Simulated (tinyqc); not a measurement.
# Double-gate transistor, scale length and short-channel effects: what changes with what

A body of thickness ts between two insulators of thickness ti and two tied gates. Below threshold the potential that source and drain add obeys Laplace's equation and vanishes on the gate. Its lowest mode decays along the channel as exp(-k y); k is the smallest positive root of the matching condition at the interface, and the scale length is Lambda = pi/k.

Values chosen for this exercise; permittivities: semiconductor made up, insulator close to that of silicon nitride:

| symbol | value | unit | meaning |
|---|---|---|---|
| T | 300 | K | temperature |
| eps_r | 12.8 |  | relative permittivity of the semiconductor |
| ei | 7.54 |  | relative permittivity of the insulator |
| ti | 4.6 | nm | insulator thickness |
| ts | 8.9 | nm | body thickness |
| L | 39 | nm | channel length |
| Vbi | 1.05 | V | potential of the source |
| sT | 0.55 | V | potential of the barrier top at threshold |
| Vds | 0.6 | V | drain voltage |

Constants: q = 1.602176634e-19 C, kB = 1.380649e-23 J/K, Vt = kB T/q. Results are converted to the units shown.

Each table varies one quantity; the others keep the values above.

## Effect of the insulator thickness

k is the smallest positive root of f(k) = ei cos(k ti) cos(k ts/2) - eps_r sin(k ti) sin(k ts/2). Along the channel psi(y) = s + a exp(y/l) + b exp(-y/l) with psi(0) = Vbi, psi(L) = Vbi + Vds and l = 1/k = Lambda/pi; with A = Vbi - s, B = A + Vds, x = exp(-L/l): a = (B - A x) x/(1 - x^2), b = (A - B x)/(1 - x^2). The minimum is s + 2 sqrt(a b), at y = (l/2) ln(b/a). The long-channel potential follows the gate as s = sT + (Vg - VTL)/m, and the threshold VT is the gate voltage at which the minimum equals sT. Swing = m Vt ln 10/g at threshold, g = d(minimum)/ds = 1 - (b x + a)/((1 + x) sqrt(a b)). DIBL = [VT(0.05 V) - VT(Vds)]/(Vds - 0.05 V). sT and Vbi are held fixed; m = 1.

Results:

| ti (nm) | Lambda (nm) | L/Lambda | VT - VTL at Vds (mV) | DIBL (mV/V) | swing (mV/decade) |
|---|---|---|---|---|---|
| 1.5 | 13.66 | 2.854 | -17.17 | 9.179 | 61.01 |
| 2 | 15.09 | 2.585 | -26.54 | 14.22 | 61.81 |
| 2.6 | 16.71 | 2.334 | -40.13 | 21.57 | 62.98 |
| 3.4 | 18.78 | 2.077 | -61.76 | 33.32 | 64.82 |
| 4.4 | 21.24 | 1.836 | -93.70 | 50.83 | 67.52 |
| 7.4 | 28.13 | 1.387 | -216.7 | 119.3 | 77.78 |

Estimate the missing row, ti = 5.7 nm.

Computed row:

| ti (nm) | Lambda (nm) | L/Lambda | VT - VTL at Vds (mV) | DIBL (mV/V) | swing (mV/decade) |
|---|---|---|---|---|---|
| 5.7 | 24.29 | 1.606 | -142.3 | 77.73 | 71.60 |

With this row back in the table: As ti goes from 1.5 to 7.4 nm, Lambda rises from 13.7 to 28.1 nm, DIBL rises from 9.18 to 119 mV/V and the swing rises from 61.0 to 77.8 mV a decade. On average Lambda goes as ti^(0.45). At ti = 7.4 nm L is under 1.5 Lambda, where higher modes, left out of the one-mode potential, count.

## Effect of the relative permittivity of the insulator

Same model as above.

Results:

| ei | Lambda (nm) | L/Lambda | VT - VTL at Vds (mV) | DIBL (mV/V) | swing (mV/decade) |
|---|---|---|---|---|---|
| 3.9 | 28.18 | 1.384 | -217.9 | 120.0 | 77.88 |
| 5.7 | 24.16 | 1.614 | -140.0 | 76.43 | 71.40 |
| 12 | 18.48 | 2.110 | -58.34 | 31.46 | 64.53 |
| 18 | 16.34 | 2.387 | -36.71 | 19.72 | 62.68 |
| 27 | 14.69 | 2.655 | -23.69 | 12.69 | 61.57 |
| 40 | 13.46 | 2.897 | -16.04 | 8.574 | 60.91 |

Estimate the missing row, ei = 8.5.

Computed row:

| ei | Lambda (nm) | L/Lambda | VT - VTL at Vds (mV) | DIBL (mV/V) | swing (mV/decade) |
|---|---|---|---|---|---|
| 8.5 | 20.79 | 1.876 | -87.41 | 47.37 | 66.99 |

With this row back in the table: As ei goes from 3.9 to 40, Lambda falls from 28.2 to 13.5 nm, DIBL falls from 120 to 8.57 mV/V and the swing falls from 77.9 to 60.9 mV a decade. On average Lambda goes as ei^(-0.32). At ei = 3.9 L is under 1.5 Lambda, where higher modes, left out of the one-mode potential, count.

## A higher permittivity at fixed equivalent oxide thickness

Same model as above.

The equivalent oxide thickness 3.9 ti/ei is held at 2.4 nm, so ti = 2.4 ei/3.9 nm.

Result of one run:

| ei | ti (nm) | Lambda (nm) | L/Lambda | DIBL (mV/V) | swing (mV/decade) |
|---|---|---|---|---|---|
| 5 | 3.077 | 20.97 | 1.859 | 48.78 | 67.20 |

What becomes of these results when the relative permittivity of the insulator ei is changed from 5 to 7.5, all else the same?

Result of the changed run:

| ei | ti (nm) | Lambda (nm) | L/Lambda | DIBL (mV/V) | swing (mV/decade) |
|---|---|---|---|---|---|
| 7.5 | 4.615 | 21.79 | 1.789 | 55.32 | 68.20 |

The whole series:

| ei | ti (nm) | Lambda (nm) | L/Lambda | DIBL (mV/V) | swing (mV/decade) |
|---|---|---|---|---|---|
| 3.9 | 2.400 | 20.72 | 1.882 | 46.84 | 66.90 |
| 5 | 3.077 | 20.97 | 1.859 | 48.78 | 67.20 |
| 7.5 | 4.615 | 21.79 | 1.789 | 55.32 | 68.20 |
| 10 | 6.154 | 22.96 | 1.699 | 65.30 | 69.72 |
| 15 | 9.231 | 26.25 | 1.486 | 97.89 | 74.61 |
| 20 | 12.31 | 30.55 | 1.276 | 149.9 | 82.27 |
| 25 | 15.38 | 35.51 | 1.098 | 222.5 | 92.75 |

As ei goes from 3.9 to 25, Lambda rises from 20.7 to 35.5 nm, DIBL rises from 46.8 to 222 mV/V and the swing rises from 66.9 to 92.8 mV a decade. The ratio ei/ti is the same in every row, yet the insulator grows from 2.40 to 15.4 nm, and drain fields reach the channel sideways through it. For ei = 15 to 25 L is under 1.5 Lambda, where higher modes, left out of the one-mode potential, count.

Computed by the program tinyqc: `OMP_NUM_THREADS=1 python tinyqc.py 2420169 2420170 out.jsonl`, one thread of a shared Intel Xeon 2.30GHz, about 0.01 s for the whole run.
